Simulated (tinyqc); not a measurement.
Dispersion: Heisenberg magnet: exchange from energy differences, ordering vector, linear spin waves and ordering temperature. Computed by tinyqc, a small Python program. Command: `OMP_NUM_THREADS=1 python tinyqc.py 3003107 3003108 out.jsonl magnon walk`. One thread of a shared host (Intel(R) Xeon(R) Processor @ 2.30GHz), about 0.2 s of CPU time with the checks.

H = -sum over pairs <ij> J_ij S_i.S_j - K sum_i (S_i^z)^2, each pair once, J > 0 ferromagnetic. First neighbours: 6 at a (1, 0, 0), second: 12 at a (1, 1, 0), with all permutations and signs.

Inputs (values chosen for the exercise, for a model magnet): exchange J1 = -0.564 meV; exchange J2 = 0.15 meV; spin S = 2; single-ion anisotropy K = 0.0042 meV; lattice constant a = 5.01 angstrom.

Lattice: simple cubic. Order: Neel (nearest neighbours antiparallel).

Method:
- g_s(q) = sum over shell s of cos(q.R), z1 = g1(0). A(q) = S [-J1 g1(0) + J2 (g2(0) - g2(q))] + (2S - 1) K, B(q) = S J1 g1(q), E(q) = sqrt(A^2 - B^2). The factor 2S - 1 removes the anisotropy for S = 1/2.
- sum R_x^2 over the shells is s1 = 2 a^2 and s2 = 8 a^2. Without K, E = c q with c = S sqrt(z1 |J1| (|J1| s1 + J2 s2)); the gap is E(0) = sqrt(k (k + 2 S z1 |J1|)), k = (2S - 1) K.
- J(q) = J1 g1(q) + J2 g2(q), g_s(q) = sum over shell s of cos(q.R).

gap = 0.413174 meV

spin-wave velocity c = 28.1238 meV angstrom

Energies (meV); X = (0.5, 0, 0), M = (0.5, 0.5, 0) in 2 pi/a:
```
line  fraction of the way    E(q)  sqrt(gap^2 + c^2 q^2)
G-X                  0.10   1.806                  1.811
G-X                  0.25   4.325                  4.428
G-X                  0.50   7.995                  8.827
G-X                  0.75  10.479                 13.233
G-X                  1.00  11.359                 17.640
G-M                  0.10   2.512                  2.528
G-M                  0.25   5.973                  6.249
G-M                  0.50  10.132                 12.477
G-M                  0.75  11.440                 18.710
G-M                  1.00  11.359                 24.944
```

At the end of the G-X rows the long-wave form is 1.55 times the true energy. At the end of the G-M rows the long-wave form is 2.20 times the true energy. It holds to 5 % in 4 of the ten rows; nearer the zone boundary the cosine flattens the band.
